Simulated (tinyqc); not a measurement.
# Bulk transistor, scale length and short-channel effects: what changes with what

A gate, an insulator of thickness ti and a depleted layer of depth ts on a conducting body. Below threshold the potential that source and drain add obeys Laplace's equation and vanishes on the gate and at the bottom of the depleted layer. Its lowest mode decays along the channel as exp(-k y); k is the smallest positive root of the matching condition at the interface, and the scale length is Lambda = pi/k.

Values chosen for this exercise; permittivities: semiconductor close to that of In0.53Ga0.47As, insulator close to that of zirconium oxide: temperature T = 300 K; relative permittivity of the semiconductor eps_r = 13.9; relative permittivity of the insulator ei = 25.1; insulator thickness ti = 4.2 nm; depletion depth ts = 14 nm; channel length L = 38 nm; potential of the source Vbi = 1.04 V; potential of the barrier top at threshold sT = 0.4 V; drain voltage Vds = 0.6 V.

Constants: q = 1.602176634e-19 C, kB = 1.380649e-23 J/K, Vt = kB T/q. Results are converted to the units shown.

Each table varies one quantity; the others keep the values above.

## Effect of the drain voltage

k is the smallest positive root of f(k) = eps_r sin(k ti) cos(k ts) + ei cos(k ti) sin(k ts). Along the channel psi(y) = s + a exp(y/l) + b exp(-y/l) with psi(0) = Vbi, psi(L) = Vbi + Vds and l = 1/k = Lambda/pi; with A = Vbi - s, B = A + Vds, x = exp(-L/l): a = (B - A x) x/(1 - x^2), b = (A - B x)/(1 - x^2). The minimum is s + 2 sqrt(a b), at y = (l/2) ln(b/a). The long-channel potential follows the gate as s = sT + (Vg - VTL)/m, and the threshold VT is the gate voltage at which the minimum equals sT. Swing = m Vt ln 10/g at threshold, g = d(minimum)/ds = 1 - (b x + a)/((1 + x) sqrt(a b)). DIBL = [VT(0.05 V) - VT(Vds)]/(Vds - 0.05 V). sT and Vbi are held fixed; m = 1 + eps_r ti/(ei ts) in each row.

The same in every row: Lambda (nm) = 16.71; L/Lambda = 2.274.

Effect of the drain voltage:
```
Vds (V)  VT - VTL at Vds (mV)  DIBL (mV/V)  swing (mV/decade)
0.2                    -50.88        31.91              73.58
0.35                   -55.28        30.62              73.64
0.5                    -59.38        29.52              73.71
0.65                   -63.23        28.56              73.79
0.8                    -66.88        27.72              73.87
0.95                   -70.36        26.96              73.96
1.1                    -73.69        26.28              74.04
```

Read the table: what changes, and by how much?

As Vds goes from 0.2 to 1.1 V, Lambda stays at 16.7 nm, DIBL falls from 31.9 to 26.3 mV/V and the swing rises from 73.6 to 74.0 mV a decade.

## Effect of the channel length

Same model as above.

The same in every row: Lambda (nm) = 16.71.

Effect of the channel length:
```
L (nm)  L/Lambda  VT - VTL at Vds = 0.05 V (mV)  VT - VTL at Vds (mV)  DIBL (mV/V)  swing (mV/decade)
18         1.077                         -428.8                -583.0        280.5              109.4
22         1.317                         -256.8                -348.0        165.8              93.43
26         1.556                         -161.3                -218.0        103.0              84.55
31         1.855                         -94.00                -126.7        59.42              78.25
37         2.214                         -50.93                -68.48        31.93              74.21
44         2.633                         -25.58                -34.35        15.94              71.83
53         3.172                         -10.78                -14.46        6.692              70.43
63         3.770                         -4.174                -5.597        2.587              69.81
75         4.489                         -1.346                -1.804       0.8337              69.54
```

What does the table show?

From L = 18 to 75 nm, DIBL falls from 280 to 0.834 mV/V and the swing falls from 109 to 69.5 mV a decade (long-channel value 69.4). Between the last two rows the threshold shift at Vds decays with a length of 10.6 nm, against 2 Lambda/pi = 10.6 nm for a shift that goes as exp(-pi L/(2 Lambda)). DIBL first drops below 100 mV/V at L = 31 nm among the rows, L/Lambda = 1.9. For L = 18 to 22 nm L is under 1.5 Lambda, where higher modes, left out of the one-mode potential, count.

tinyqc, about 0.01 s, one thread, Intel Xeon 2.30GHz (shared host): `OMP_NUM_THREADS=1 python tinyqc.py 2420024 2420025 out.jsonl`
